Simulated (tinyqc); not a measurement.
Esaki diode in forward bias, two-band WKB: effect of the doping Nd.

Abrupt p-n junction, depletion approximation. Energies E are counted from the conduction-band edge of the neutral n side; its Fermi level lies at dn, that of the p side at dn - V, and the valence-band edge of the neutral p side at Em = dn + dp - V. Tunnelling needs 0 < E < Em. Two-band dispersion with equal masses m: inside the gap kappa = sqrt(m u (1 - u/Eg)/C), u the distance from a band edge, C = hbar^2/(2 m0).

Nd = Nc F12(dn/Vt), Na = Nv F12(dp/Vt), F12(x) = (2/sqrt(pi)) int_0^infinity sqrt(u)/(1 + exp(u - x)) du; dn = EF - Ec on the n side, dp = Ev - EF on the p side (negative outside the bands); Vbi = Eg + dn + dp. W = sqrt(2 eps0 eps_r (Vbi - V)(1/Na + 1/Nd)/q), mean field F = (Vbi - V)/W, peak field 2 F. In a uniform field F the exponent is S = pi sqrt(m/C) Eg^1.5/(4 F). Transverse energy Et = C kt^2/m raises it to S (1 + 4 Et/Eg), so T = exp(-S) exp(-Et/Eb) with Eb = Eg/(4 S). KJ = (2 q^2/h) m/(4 pi C) (times 1e14 for A/cm^2 per eV^2). J = KJ exp(-S) Eb times the integral from 0 to Em of [f(E - dn) - f(E - dn + V)] [1 - exp(-min(E, Em - E)/Eb)] dE, f(x) = 1/(1 + exp(x/Vt)), with S and Eb from the mean field; J > 0 flows from p to n.

Parameters, values chosen for the exercise; band and dielectric values close to those of In0.53Ga0.47As:
```
symbol    value   unit                                     meaning
T           350      K                                 temperature
Eg        0.744     eV                                    band gap
eps_r      14.1                              relative permittivity
Nc      2.63e17  cm^-3  conduction-band density of states at 350 K
Nv      9.82e18  cm^-3     valence-band density of states at 350 K
m         0.045     m0        band-edge mass of the two-band model
Na       7.1e19  cm^-3                            acceptor density
V          0.25      V                          bias of the p side
```

Constants: q = 1.602176634e-19 C, kB = 1.380649e-23 J/K, hbar = 1.054571817e-34 J s, h = 6.62607015e-34 J s, m0 = 9.1093837015e-31 kg, Vt = kB T/q, eps0 = 8.8541878128e-14 F/cm where lengths are in cm, hbar^2/(2 m0) = 0.0380998212 eV nm^2. Results are converted to the units shown.

Result of one run:
```
Vbi (V)	mean field (MV/cm)	S	J (A/cm^2)
1.158	0.5591	9.798	74.33
```

Which donor density Nd gave this result: 5.8e18, 2e19, 2.8e19 or 3.8e19 cm^-3?

Nd = 5.8e18 cm^-3.

The whole series:
```
Nd (cm^-3)	Vbi (V)	mean field (MV/cm)	S	J (A/cm^2)
5.8e18	1.158	0.5591	9.798	74.33
8e18	1.228	0.6716	8.157	503.9
1.1e19	1.312	0.8056	6.799	2313
1.5e19	1.413	0.9614	5.697	7969
2e19	1.528	1.131	4.843	2.102e4
2.8e19	1.693	1.363	4.018	5.427e4
3.8e19	1.878	1.608	3.407	1.105e5
```

The mean field rises from 0.559 to 1.61 MV/cm, as Nd^(0.56), S falls from 9.80 to 3.41, and |J| rises from 74.3 to 1.11e5 A/cm^2: 3.17 decades, of which exp(-S) accounts for 2.78. Where S is below about 4, a WKB prefactor of 1 is a rough guess.

Range of the model: Parabolic densities of states, no band tails and no gap narrowing, all of which matter at such doping.

tinyqc, about 0.02 s, one thread, Intel Xeon 2.30GHz (shared host): `OMP_NUM_THREADS=1 python tinyqc.py 2620012 2620013 out.jsonl`
